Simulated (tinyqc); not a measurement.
Nanowire ballistic transistor, top-of-the-barrier model: two steps of the calculation.

At the top of the source barrier, states moving towards the drain are filled by the source (Fermi level 0) and states moving back by the drain (Fermi level -q Vd); nothing scatters. U is the shift of the band edge there, set by the capacitances CG, CD and CS (the total) and by the charge. Parabolic one-dimensional subband; the source is grounded.

Inputs (values chosen for the exercise); mass and valleys close to those of germanium:

| symbol | value | unit | meaning |
|---|---|---|---|
| T | 150 | K | temperature |
| m | 0.117 | m0 | effective mass |
| gv | 4 |  | valley degeneracy |
| eox | 16 |  | relative permittivity of the gate insulator |
| tox | 1.1 | nm | insulator thickness |
| d | 2 | nm | wire diameter |
| aG | 0.93 |  | gate control CG/CS |
| aD | 0.016 |  | drain control CD/CS |
| E0 | 0.15 | eV | band edge at the barrier top above the source Fermi level at zero bias |
| Vg | 0.34 | V | gate voltage |
| Vd | 0.1 | V | drain voltage |

Constants: q = 1.602176634e-19 C, kB = 1.380649e-23 J/K, hbar = 1.054571817e-34 J s, h = 6.62607015e-34 J s, m0 = 9.1093837015e-31 kg, Vt = kB T/q, eps0 = 8.8541878128e-14 F/cm where lengths are in cm. Results are converted to the units shown.

Problem 1. Density of states, capacitances and charge at zero bias. N0 = gv sqrt(2 m kB T/pi)/hbar, CG = 2 pi eps0 eox/ln(1 + 2 tox/d), CS = CG/aG, n0 = n at U = 0 and Vd = 0. eta1 = -(E0 + U)/Vt, eta2 = eta1 - Vd/Vt, n = (N0/2)[F_(-1/2)(eta1) + F_(-1/2)(eta2)], F_(-1/2)(x) = (1/sqrt(pi)) int_0^infinity u^(-1/2)/(1 + exp(u - x)) du. UL = -(aG Vg + aD Vd).

Give: N0; CG; CS; n0; UL.

Solution 1.

N0 = 4.496e6 cm^-1
CG = 12.00 pF/cm
CS = 12.90 pF/cm
n0 = 41.03 cm^-1
UL = -0.3178 eV

Problem 2. Current, mean velocity and share of the gate voltage. I = gv (2 q^2/h) Vt [ln(1 + exp eta1) - ln(1 + exp eta2)]. Mean velocity I/(q n). CQ = (q/Vt) dn/d(eta1); the band edge follows the gate as -dU/dVg = aG/(1 + CQ/CS).

converged U = -0.23276676 eV

Wanted: eta1; n; I; mean velocity; CQ; -dU/dVg.

Solution 2.

eta1 = 6.403
n = 6.847e6 cm^-1
I = 24.72 uA
mean velocity = 2.254e7 cm/s
CQ = 11.74 pF/cm
-dU/dVg = 0.4868 eV/V

The carriers from the source are degenerate (eta1 = 6.40), and the mean velocity is 2.03 times vT = sqrt(2 kB T/(pi m)) = 1.11e7 cm/s.

Numbers from tinyqc (`OMP_NUM_THREADS=1 python tinyqc.py 2400030 2400031 out.jsonl`; about 0.03 s on one thread of a shared Intel Xeon 2.30GHz).
